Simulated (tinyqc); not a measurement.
# Permittivity and interlayer from two capacitances

Question. A two-layer stack has Cox = eps0/(t1/e1 + t2/e2) and EOT = 3.9 eps0/Cox. Find e2, the EOT of layer 1 and, with e1 given, t1.

Values chosen for this exercise:

| symbol | value | unit | meaning |
|---|---|---|---|
| e1 | 8.92 |  | relative permittivity of layer 1 |

Constants: eps0 = 8.8541878128e-14 F/cm where lengths are in cm. Results are converted to the units shown.

Cox at t2 = 2.4 and 7.6 nm (uF/cm^2): [4.5525253, 2.1003196]

Solution. EOT is linear in t2 with slope 3.9/e2, and its intercept is the EOT of layer 1.

e2 = 22.90
EOT of layer 1 = 0.3498 nm
t1 = 0.8000 nm

Numbers from tinyqc (`OMP_NUM_THREADS=1 python tinyqc.py 2010001 2010002 out.jsonl`; about 0.01 s on one thread of a shared Intel Xeon 2.30GHz).
